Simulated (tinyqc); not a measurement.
# Delay unit and parasitic delay from two ring oscillators

Question. A ring of 11 inverters oscillates at 1/(2 x 11 d), with stage delay d = tau (h + p) for fan-out h. Find tau, p and the delay at fan-out 4.

frequencies of 11-stage ring oscillators with fan-out 2 and 4 (GHz): 3.3506225  1.9125871

Answer. d is a straight line in h with slope tau and intercept tau p.

tau = 5.10 ps
p = 0.660
delay at fan-out 4 = 23.8 ps

Program tinyqc, `OMP_NUM_THREADS=1 python tinyqc.py 2082156 2082157 out.jsonl`; Intel Xeon 2.30GHz, shared host, one thread, about 0.01 s.
